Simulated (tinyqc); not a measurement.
From width at half maximum back to minority mobility mu: Haynes-Shockley experiment: drift, diffusion and decay of a minority-carrier pulse. Computed by tinyqc, a small Python program. Command: `OMP_NUM_THREADS=1 python tinyqc.py 3110965 3110966 out.jsonl haynes inv`. One thread of a shared host (Intel(R) Xeon(R) Processor @ 2.30GHz), about 0.02 s of CPU time with the checks.

A thin sheet of excess carriers is made at x = 0, t = 0 in a long uniform bar; injection is low, so the pulse moves with the minority mobility.

Inputs (values chosen for the exercise, modelled on holes in n-type germanium in a lightly doped bar):
```
quantity                       value         unit
lifetime tau                      46  microsecond
temperature T                    300            K
field F                           11         V/cm
distance d to the collector     0.38           cm
injected sheet density N0    7.9e+09       1/cm^2
```

Constants: k_B = 8.617333262e-05 eV/K.

Method:
- D = mu k_B T/e, v = mu F.
- Transit time d/v, diffusion length sqrt(D tau), drift length v tau, Peclet number v d/D = e F d/(k_B T).
- dn(x, t) = N0/sqrt(4 pi D t) exp(-(x - v t)^2/(4 D t) - t/tau).
- At fixed x the signal peaks where d ln(dn)/dt = 0: a t^2 + t/2 - x^2/(4 D) = 0 with a = v^2/(4 D) + 1/tau.
- The full width at half maximum is found by solving dn(x, t) = peak/2 on both sides of the peak.

Question. A run gave the result below. Find the minority mobility mu, known to lie between 1700 and 2500 cm^2/(V s).

width at half maximum = 4.73044 microsecond

Answer.

Each step takes the trial c = (a f_b - b f_a)/(f_b - f_a), f being the result less the target and a, b, c the logarithms of the listed values; c replaces end b, the old b replaces a if the sign of f changed, and otherwise f_a is halved.

Scan of the range:
```
minority mobility mu (cm^2/(V s))  width at half maximum (microsecond)
1700                                                           5.25762
1810                                                           4.94052
1930                                                           4.63553
2060                                                           4.34495
2200                                                           4.07019
2340                                                           3.82811
2500                                                           3.58446
```

False position (Illinois rule, in the logarithm of the input) inside the bracket:
```
step    end a    end b    trial  width at half maximum (microsecond)
1     1810.00  1930.00  1891.83                              4.72838
2     1810.00  1891.83  1890.22                              4.73237
3     1891.83  1890.22  1891.00                              4.73044
4     1890.22  1891.00  1891.00                              4.73044
```

Width at half maximum falls at every point of a 13-point scan of the range (every second point is shown), so one value fits; it is bracketed by 1810 and 1930. Answer: minority mobility mu = 1891 cm^2/(V s).
